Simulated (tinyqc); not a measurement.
Worked calculation: plane-wave Kohn-Sham cycle with exchange-only LDA in a layered model solid. One step of it, computed by the program tinyqc.

Question. Iteration 2: potential. V_H(G) = 4 pi rho(G)/G^2 for G != 0 (uniform background); v_x = -(3 rho/pi)^(1/3); V = V_ext + V_H + v_x; Fourier components f(G_m) = (1/N) sum_j f(x_j) exp(-i G_m x_j).

A solid whose potential varies along x alone (atomic units):
```
parameter                      value
period a                    5.400000
cross-section of the cell  26.000000
electrons per cell                 2
grid points                       16
plane waves -n..n, n               3
k points                           1
V1 in V1 cos(2 pi x/a)     -0.740000
```

density after iteration 1 (e/bohr^3): 0.03403966  0.03105493  0.02381627  0.01587769  0.00983542  0.00626103  0.00451028  0.00378640  0.00359652  0.00378640  0.00451028  0.00626103  0.00983542  0.01587769  0.02381627  0.03105493

Give: Potentials on the grid; V(G_m), m = 0, 1, 2, ....

Answer.

Potentials on the grid (hartree):
```
x         V_ext      V_H      v_x        V
0.0000  -0.7400   0.1453  -0.3191  -0.9139
0.3375  -0.6837   0.1315  -0.3095  -0.8617
0.6750  -0.5233   0.0941  -0.2833  -0.7124
1.0125  -0.2832   0.0432  -0.2475  -0.4875
1.3500        0  -0.0104  -0.2110  -0.2214
1.6875   0.2832  -0.0579  -0.1815   0.0438
2.0250   0.5233  -0.0942  -0.1627   0.2663
2.3625   0.6837  -0.1167  -0.1535   0.4134
2.7000   0.7400  -0.1243  -0.1509   0.4648
3.0375   0.6837  -0.1167  -0.1535   0.4134
3.3750   0.5233  -0.0942  -0.1627   0.2663
3.7125   0.2832  -0.0579  -0.1815   0.0438
4.0500        0  -0.0104  -0.2110  -0.2214
4.3875  -0.2832   0.0432  -0.2475  -0.4875
4.7250  -0.5233   0.0941  -0.2833  -0.7124
5.0625  -0.6837   0.1315  -0.3095  -0.8617
```

V(G_m), m = 0, 1, 2, ... (hartree): -0.2230  -0.3454  -0.0008  0.0007  0.0000  0.0000  0.0000
